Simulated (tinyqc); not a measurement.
Rapid thermal processing of a wafer: radiative balance, ramp and cooling, pattern effects, pyrometer error and spike budget: one step, computed by the program tinyqc. Command: `OMP_NUM_THREADS=1 python tinyqc.py 3110568 3110569 out.jsonl rtp walk`. One thread of a shared host (Intel(R) Xeon(R) Processor @ 2.30GHz), about 0.04 s of CPU time with the checks.

The wafer is opaque and uniform through its thickness unless said otherwise; temperatures in formulas are in kelvin (C + 273.15). sigma = 5.670374419e-12 W/(cm^2 K^4).

Question. Power to hold and to ramp. Effective emissivity between parallel grey plates: eps_eff = 1/(1/eps + 1/(1 - r) - 1). Loss per area q(T) = 2 eps_eff sigma (T^4 - T_w^4) + h (T - T_w). Absorbed power during a ramp = q(T) + C d x ramp rate; thermal time constant tau = C d/(dq/dT), dq/dT = 8 eps_eff sigma T^3 + h; natural cooling rate q/(C d); front-to-back difference under one-sided heating at the end of the ramp = (absorbed power) d/(2 k).

Inputs (values chosen for the exercise, modelled on a hot silicon wafer):
```
quantity                                              value         unit
wafer thickness d                                       725   micrometre
heat capacity per volume C                             2.21   J/(cm^3 K)
thermal conductivity k                                 0.25     W/(cm K)
emissivity eps of each face                            0.71            -
reflectivity of the chamber walls r                    0.72            -
gas heat-transfer coefficient h, both faces together    2.3  mW/(cm^2 K)
wall temperature T_w                                    700            K
process temperature                                     782            C
ramp rate                                                57          K/s
```

Give: eps_eff; holding power q; power at the end of the ramp; dq/dT; time constant tau; natural cooling rate; front-to-back difference.

Answer.

eps_eff = 0.2513

holding power q = 3.665 W/cm^2

power at the end of the ramp = 12.80 W/cm^2

dq/dT = 15.69 mW/(cm^2 K)

time constant tau = 10.21 s

natural cooling rate = 22.87 K/s

front-to-back difference = 1.856 K

Radiation carries 78 % of the loss. The ramp needs 3.5 times the holding power.
